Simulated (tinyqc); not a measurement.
Inside a calculation. Method: lattice vibrations of a chain. One step of it, computed by the program tinyqc.

Question. Dynamical matrix at q = 0.45. q is in units of 2 pi/a. A spring k from atom i to atom j, n cells on, adds k to Phi_ii and Phi_jj, -k exp(2 pi i q n) to Phi_ij and the conjugate to Phi_ji (for one atom a cell: 2k (1 - cos 2 pi q n)); D_ij = Phi_ij / sqrt(m_i m_j).

A chain moving along its axis:
```
atom   mass (u)  spring to the next atom (eV/angstrom^2)
1     13.000000                                 2.300000
2     29.300000                                 3.200000
```

Give: D(q).

Answer.

D(q) (eV/(angstrom^2 u)):
```
                1               2
1          0.4231  0.0381+0.0507i
2  0.0381-0.0507i          0.1877
```
